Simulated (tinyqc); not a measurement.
What moves the results: donors with valley-orbit split 1s states. A value that a table varies takes the place of the one given here.

Each donor binds at most one electron, in any of its states. For a site s, W_s = sum over its states of g exp(E/kT), and the ionised share is 1/(1 + W_s exp(eta)), eta = (EF - Ec)/kT; n = Nc F_1/2(eta); neutrality n + NA = ND x (mean ionised share); holes are neglected. Nc from N = 2 (m kB T/(4 pi c))^(3/2) with c = hbar^2/2m0, in 1/angstrom^3; times 1e24 for 1/cm^3, m = md. F_j(eta) = (1/Gamma(j + 1)) integral_0^infinity x^j dx/(1 + exp(x - eta)), which tends to exp(eta) for eta << 0.

Mobility (Caughey-Thomas form): mu = mu0 + (mu1 (T/300)^(-ga) - mu0)/(1 + ((ND + NA)/Nr)^de); rho = 1/(e n mu), e = 1.602176634e-19 C.

Constants: hbar^2/2m0 = 3.80998211 eV angstrom^2; kB = 8.617333262e-05 eV/K.

Values chosen for the exercise (near those of P in Si; not measured data):
- md = 1.069 m0 (density-of-states mass of the conduction band)
- E = (45.6, 33.7, 32.3) meV (binding energies of 1s(A1), 1s(T2), 1s(E))
- g = (2, 6, 4) (their degeneracies with spin)
- ND = 3.9e+15 1/cm^3 (donors)
- NA = 0 1/cm^3 (compensating acceptors, all ionised)
- T = 500 K
- mu0 = 70 cm^2/(V s) (mobility at heavy doping)
- mu1 = 1410 cm^2/(V s) (mobility at light doping and 300 K)
- Nr = 1.1e+17 1/cm^3 (reference doping)
- de = 0.72 (doping exponent)
- ga = 2.3 (temperature exponent)

## What the excited states change

The last columns keep only the ground state of each site (g = 2).

Results:
```
T (K)  effective degeneracy    eta  n (1/cm^3)  n, ground states only  ratio
40                     2.27  -9.96    6.40e+13               6.82e+13  0.938
60                     2.91  -8.26    6.41e+14               7.59e+14  0.845
80                     3.65  -7.69    1.74e+15               2.13e+15  0.818
110                    4.69  -7.61    3.04e+15               3.43e+15  0.885
150                    5.82  -7.90    3.63e+15               3.80e+15  0.956
200                    6.86  -8.29    3.81e+15               3.87e+15  0.983
250                    7.61  -8.61    3.86e+15               3.89e+15  0.992
300                    8.18  -8.88    3.87e+15               3.89e+15  0.995
400                    8.97  -9.30    3.89e+15               3.90e+15  0.998
500                    9.49  -9.64    3.89e+15               3.90e+15  0.999
```

What can be read from the table?

The effective degeneracy grows from 2.27 to 9.49. Excited states hold electrons back, so the ratio is never above 1; it is lowest, 0.818, at 80 K of those listed, and 0.995 at 300 K. At low T the excited states empty out, and at high T more donors are ionised (n is 100 % of ND - NA in the last row), so the effect is largest in between.

## Ionisation and resistivity against doping

NA = 0.

Results:
```
ND (1/cm^3)  n (1/cm^3)   n/ND  mu (cm^2/(V s))  rho (ohm cm)  rho at full ionisation
1.0e+14        1.00e+14  1.000              433           144                     144
1.0e+15        1.00e+15  1.000              423          14.7                    14.7
1.0e+16        9.95e+15  0.995              380          1.65                    1.64
3.0e+16        2.96e+16  0.987              332         0.634                   0.626
1.0e+17        9.58e+16  0.958              259         0.252                   0.241
3.0e+17        2.67e+17  0.891              189         0.123                   0.110
1.0e+18        7.45e+17  0.745              132        0.0635                  0.0473
2.0e+18        1.26e+18  0.632              110        0.0448                  0.0283
```

What does this show, and why?

From 1e16 to 1e18 1/cm^3 rho falls by a factor 26, not 100: the mobility takes a factor 2.88 and incomplete ionisation 1.34. n/ND is below 0.9 from 3e+17 1/cm^3 on. From a few times 1e18 1/cm^3 on, depending on the dopant, the levels merge with the band, and already below that screening lowers the binding energy, so the last rows understate n.

## Compensation sets the slope of the freeze-out

NA = K ND. The slope energy is -d ln(n T^(-p))/d(1/kT) between 30 and 36 K, with p = 3/4 for K = 0 and p = 3/2 otherwise.

Results:
```
K       n(30 K) (1/cm^3)  n(36 K) (1/cm^3)  slope energy (meV)
0               5.99e+12          2.91e+13               22.39
0.0010          4.34e+12          2.72e+13               24.20
0.010           8.90e+11          1.54e+13               39.99
0.050           1.75e+11          4.06e+12               44.54
0.20            3.68e+10          8.71e+11               44.84
0.50            9.20e+09          2.18e+11               44.86
```

What does this show, and why?

Without acceptors the slope is 22.39 meV, against half the ground-state energy, 22.80; with K = 0.05 it is 44.54 meV, against the full 45.6. The full energy (less a few meV where excited levels lie within a few kT) shows where n is far below NA, since the acceptors then hold EF near the donor level: n(36 K)/NA is 7 for K = 0.001 and 0.021 for K = 0.05; for K = 0.001 the sample is still in or near the uncompensated regime, where p = 3/2 is the wrong power, so that slope means little.

## What moves the carrier density

All results formed anew. Each row changes one parameter from the base and keeps the others.

Results:
```
case                           eta  n (1/cm^3)  rho (ohm cm)
base                        -9.637   3.893e+15         3.957
E = (50.6, 33.7, 32.3) meV  -9.638   3.893e+15         3.957
md = 1.176 m0               -9.780   3.894e+15         3.956
ND = 7.8e+15 1/cm^3         -8.946   7.772e+15         2.069
NA = 3.9e+14 1/cm^3         -9.743   3.504e+15         4.418
T = 530 K                   -9.725   3.894e+15         4.514
Nr = 2.2e+17 1/cm^3         -9.637   3.893e+15         3.849
```

How do the results move?

The largest shifts from the base row, up to three for each result and ties (the steps differ in size, so this ranks the rows, not the parameters). eta: ND +0.691, md -0.143, NA -0.105; unchanged at the printed digits by Nr. n (1/cm^3): ND +3.88e+15, NA -3.89e+14, md +9.23e+11; unchanged at the printed digits by E and Nr. rho (ohm cm): ND -1.89, T +0.557, NA +0.461; unchanged at the printed digits by E.

Program tinyqc; command `OMP_NUM_THREADS=1 python tinyqc.py 1681399 1681400 out.jsonl`; about 0.01 s on one thread of a shared Intel(R) Xeon(R) Processor @ 2.30GHz.
